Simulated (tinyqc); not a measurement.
Heavy doping: gap narrowing, degeneracy and the minority density, step by step. Values are carried at full precision from step to step, so a last printed digit may differ when a step is redone from the rounded ones.

Empirical narrowing (Slotboom form, constants chosen for the exercise; published fits of this form give the apparent narrowing, here it is taken as the true one): dEg = E0 [ln(N/N0) + sqrt(ln(N/N0)^2 + C)].

Constants: kB = 8.617333262e-05 eV/K; e^2/(4 pi eps0) = 14.39964547 eV angstrom.

Parameters, chosen for this exercise (gap and densities of states near those of Si at this temperature; narrowing constants near the fits for Si; the results hold for these values, not for the real material): N = 1.5e+19 1/cm^3 (ionised acceptors, equal to the majority density); E0 = 7.42 meV (narrowing scale); N0 = 9.7e+16 1/cm^3 (onset density); C = 0.5 (smoothing constant); Nv = 1.13e+19 1/cm^3 (valence-band density of states); Eg = 1.135 eV (gap); Nc = 2.74e+19 1/cm^3 (conduction-band density of states); T = 300 K; eps = 11.7 (dielectric constant); Mv = 1 (majority valleys).

## Gap narrowing

Evaluate at N.

ln(N/N0) = 5.0411
dEg (empirical fit) = 75.18 meV

Well above N0 each decade of doping adds 2 E0 ln 10 = 34.2 meV.

## Degeneracy of the majority band

F_j(eta) = (1/Gamma(j + 1)) integral_0^infinity x^j dx/(1 + exp(x - eta)), which tends to exp(eta) for eta << 0.

Majority: N = Nv F_1/2(eta), eta the distance of EF beyond the majority band edge in kT. Degeneracy factor gam = F_1/2(eta)/exp(eta). ni0^2 = Nc Nv exp(-Eg/kT); product n p = ni0^2 gam exp(dEg/kT), dEg the true narrowing; apparent narrowing dEa = dEg + kT ln gam; minority density = n p/N.

Solve for eta and form gam.

N/Nv = 1.327
eta = 0.7442
gam = 0.6307

## Product and minority density

Combine both effects.

ni0 = 5.15e+09 1/cm^3
exp(dEg/kT) = 18.3
dEa = 63.3 meV
sqrt(n p) = 1.75e+10 1/cm^3
minority density = 20.4 1/cm^3

Narrowing multiplies the product by 18.3 and degeneracy by 0.631; together they change the minority density by a factor 11.6 against ni0^2/N.

## Two estimates of the size

Two physical estimates, e2 = e^2/(4 pi eps0), N in 1/angstrom^3: exchange shift at the Fermi level, Ex = (e2/eps) kF/pi with kF = (3 pi^2 N/Mv)^(1/3); screened-pair energy (Lanyon-Tuft), Es = (3/4)(e2/eps) qs with qs^2 = (4 pi e2 N/(eps kT)) F_-1/2(eta)/F_1/2(eta).

Evaluate both at N.

kF = 0.07630 1/angstrom
Ex = 29.89 meV
Es = 72.54 meV

Against the fitted dEg = 75.2 meV, Ex is 0.40 and Es 0.96 times as large; each keeps one mechanism only, and Ex assumes a strongly degenerate gas, while here eta is only 0.74.

## Checks

- Minority density against the Boltzmann occupation of the other band at the narrowed gap (1/cm^3): both 20.43.

tinyqc: `OMP_NUM_THREADS=1 python tinyqc.py 1651865 1651866 out.jsonl`; about 0.01 s, one thread, shared Intel(R) Xeon(R) Processor @ 2.30GHz.
